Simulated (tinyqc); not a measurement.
Time-dependent dielectric breakdown: cell percolation, Weibull statistics, area scaling and voltage extrapolation: one step, computed by the program tinyqc.

The oxide is divided into columns of area a^2, each holding m = t_ox/a cells (m is taken as continuous). A share lambda(t) = (t/t_1)^alpha of the cells is defective, and a column whose cells are all defective breaks down.

Problem. Projection to use conditions. All three voltage laws share the slope n at the stress voltage. Factor t(V_u)/t(V): E law exp(n (1 - V_u/V)); 1/E law exp(n (V/V_u - 1)); power law (V/V_u)^n. Temperatures in kelvin are T(C) + 273.15. Temperature factor exp[(E_a/k_B)(1/T_u - 1/T)]; area factor (A/A_u)^(1/beta); percentile factor (-ln(1 - F))^(1/beta); life = t63 x all four; 1 year = 3.15576e7 s.

Inputs (values chosen for the exercise, for a model gate oxide):
```
quantity                                                 value  unit
test area A                                                0.1  um^2
product area A_u                                         1e+06  um^2
stress voltage V                                          5.39     V
use voltage V_u                                            2.5     V
local exponent n = -d ln t/d ln V at the stress voltage     48     -
activation energy E_a                                      0.8    eV
stress temperature T                                       125     C
use temperature T_u                                         85     C
allowed failure fraction F                               0.001     -
```

Voltage law used: power.

Weibull slope beta = 2.403077

characteristic life t63 = 97116.55 s

Constants: k_B = 8.617333262e-05 eV/K.

Give: voltage factor; temperature factor; area factor; percentile factor; projected life.

Solution.

voltage factor = 1.0355e+16

temperature factor = 13.520

area factor = 0.0012220

percentile factor = 0.056454

projected life = 2.9720e+10 years

Area and percentile together cost 4.2 decades, voltage and temperature return 17.1; a ten-year target is met. Caution: t_1 is an input here; in a real oxide it changes with thickness at fixed voltage. Caution: a voltage factor of more than nine decades rests wholly on the chosen law and cannot be tested.
